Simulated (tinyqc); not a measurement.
Inside a calculation. Model: gate-all-around wire, scale length and short-channel effects.

Numbers from tinyqc (`OMP_NUM_THREADS=1 python tinyqc.py 2420147 2420148 out.jsonl`; about 0.01 s on one thread of a shared Intel Xeon 2.30GHz). Printed values are rounded.

A round wire of diameter ts in an insulator shell of thickness ti under a surrounding gate. Below threshold the potential that source and drain add obeys Laplace's equation and vanishes on the gate. Its lowest mode decays along the channel as exp(-k y); k is the smallest positive root of the matching condition at the interface, and the scale length is Lambda = pi/k.

Inputs (values chosen for the exercise); permittivities: semiconductor close to that of silicon, insulator close to that of aluminium oxide: temperature T = 300 K; relative permittivity of the semiconductor eps_r = 11.7; relative permittivity of the insulator ei = 9.11; insulator thickness ti = 2 nm; wire diameter ts = 6.2 nm; channel length L = 11 nm; potential of the source Vbi = 1.03 V; potential of the barrier top at threshold sT = 0.7 V; long-channel threshold VTL = 0.33 V; long-channel body factor m = 1; drain voltage Vds = 0.6 V.

Constants: q = 1.602176634e-19 C, kB = 1.380649e-23 J/K, Vt = kB T/q. Results are converted to the units shown.

Range of the model: L is under 1.6 Lambda, where higher modes, left out of the one-mode potential, begin to count.

## Scan of the matching condition

k, point 0 to 7 (1/nm): 0.08125  0.1625  0.24375  0.325  0.40625  0.4875  0.56875  0.65

f(k) = ei J0(u)[J1(u) Y0(v) - Y1(u) J0(v)] - eps_r J1(u)[J0(u) Y0(v) - Y0(u) J0(v)], u = k ts/2, v = u + k ti.

f(k), point 0 to 7: 21.94576  9.42254  4.70721  2.09392  0.46507  -0.54896  -1.11851  -1.35015

The first change of sign lies between k = 0.40625 and 0.4875 1/nm.

## Iteration 1: decay constant by Newton steps

k at the start = 0.4875 1/nm

f(k) = ei J0(u)[J1(u) Y0(v) - Y1(u) J0(v)] - eps_r J1(u)[J0(u) Y0(v) - Y0(u) J0(v)], u = k ts/2, v = u + k ti; f' by a central difference with +/- 1e-5 1/nm; k(new) = k - f/f'.

f = -0.5489563
f' = -9.488095 nm
k after iteration 1 = 0.4296426 1/nm

## Iteration 2: decay constant by Newton steps

As before.

f = 0.1195638
f' = -13.77316 nm
k after iteration 2 = 0.4383235 1/nm

## Course of the iteration: decay constant by Newton steps

Stop when k changes by less than 1e-10 1/nm, or after 30 iterations.

Course of the iteration:
```
iteration	k (1/nm)	|change| (1/nm)
1	0.4296426	0.0579
2	0.4383235	8.68e-3
3	0.4385586	2.35e-4
4	0.4385588	1.69e-7
5	0.4385588	8.68e-14
```

Converged in 5 iterations. At the end the number of correct digits about doubles with each step.

## Scale length against simple estimates

k = 0.4385588 1/nm

Lambda = pi/k and l = 1/k. A parabolic potential across the structure gives l(parabolic) = sqrt([2 eps_r ts^2 ln(1 + 2 ti/ts) + ei ts^2]/(16 ei)).

Lambda = 7.163447 nm
l = 2.280196 nm
l(parabolic) = 2.339807 nm

The parabolic estimate is 2.6 % above l.

## Threshold shift, barrier position and swing

Along the channel psi(y) = s + a exp(y/l) + b exp(-y/l) with psi(0) = Vbi, psi(L) = Vbi + Vds and l = 1/k = Lambda/pi; with A = Vbi - s, B = A + Vds, x = exp(-L/l): a = (B - A x) x/(1 - x^2), b = (A - B x)/(1 - x^2). The minimum is s + 2 sqrt(a b), at y = (l/2) ln(b/a). The long-channel potential follows the gate as s = sT + (Vg - VTL)/m, and the threshold VT is the gate voltage at which the minimum equals sT. Swing = m Vt ln 10/g at threshold, g = d(minimum)/ds = 1 - (b x + a)/((1 + x) sqrt(a b)).

s at threshold = 0.5776942 V
a = 0.008424954 V
b = 0.4438808 V
position of the minimum = 4.519757 nm
VT = 0.2076942 V
swing = 73.90152 mV/decade

The threshold lies 122 mV below the long-channel value, and the barrier top sits at 0.41 L from the source.
